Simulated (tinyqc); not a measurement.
Threshold-voltage variability of a planar MOSFET, analytic estimates: two steps of the calculation.

Three independent sources add in quadrature: random dopants in the depleted layer, metal-gate grains of two orientations, and roughness of the two gate edges acting through the roll-off VT = VT(long) - Vr exp(-L/l). These are first-order estimates: no three-dimensional electrostatics, no percolation.

Parameters, values chosen for the exercise; material values close to those of silicon:
- T = 250 K (temperature)
- Eg = 1.1 eV (band gap)
- eps_r = 11.5 (relative permittivity of the semiconductor)
- Nc = 2.15e19 cm^-3 (conduction-band density of states at T)
- Nv = 1.99e19 cm^-3 (valence-band density of states at T)
- Na = 1.4e18 cm^-3 (channel doping)
- ti = 1.6 nm (oxide-equivalent thickness in inversion)
- L = 45 nm (gate length)
- W = 220 nm (gate width)
- Nb = 8388608 (number of cells)
- Y = 0.99 (wanted yield)

Constants: q = 1.602176634e-19 C, kB = 1.380649e-23 J/K, Vt = kB T/q, eps0 = 8.8541878128e-14 F/cm where lengths are in cm. Results are converted to the units shown.

Problem 1. Random dopants. ni = sqrt(Nc Nv) exp(-Eg/(2 Vt)), Eg in volts; Cox = 3.9 eps0/ti; Wd = sqrt(4 eps0 eps_r Vt ln(Na/ni)/(q Na)); dopants: s1 = (q/Cox) sqrt(Na Wd/(3 L W)). The slope A1 = s1 sqrt(L W); mean number of dopants Na L W Wd.

Find: Cox; Wd; mean number of dopants; A1; s1.

Solution 1.

Cox = 2.158 uF/cm^2
Wd = 29.89 nm
mean number of dopants = 414.3
A1 = 0.8767 mV um
s1 = 8.812 mV

Counting alone, 1/sqrt(N) of the depletion voltage q Na Wd/Cox = 311 mV, would give sqrt(3) times more: dopants deep in the layer act less on the surface.

Problem 2. Margin in standard deviations for the wanted yield. Cells fail independently with probability Q(k) = erfc(k/sqrt(2))/2 when the margin is k standard deviations, and Y = exp(-Nb Q(k)). phi = exp(-k^2/2)/sqrt(2 pi). Newton steps on ln Q(k) = ln(-ln(Y)/Nb): k(new) = k + [ln Q - ln(-ln(Y)/Nb)] Q/phi.

k after iteration 1 = 6.4096970

Find: Q(k); phi; k after iteration 2.

Solution 2.

Q(k) = 7.290e-11
phi = 4.782e-10
k after iteration 2 = 5.983

Numbers from tinyqc (`OMP_NUM_THREADS=1 python tinyqc.py 2090141 2090142 out.jsonl`; about 0.02 s on one thread of a shared Intel Xeon 2.30GHz).
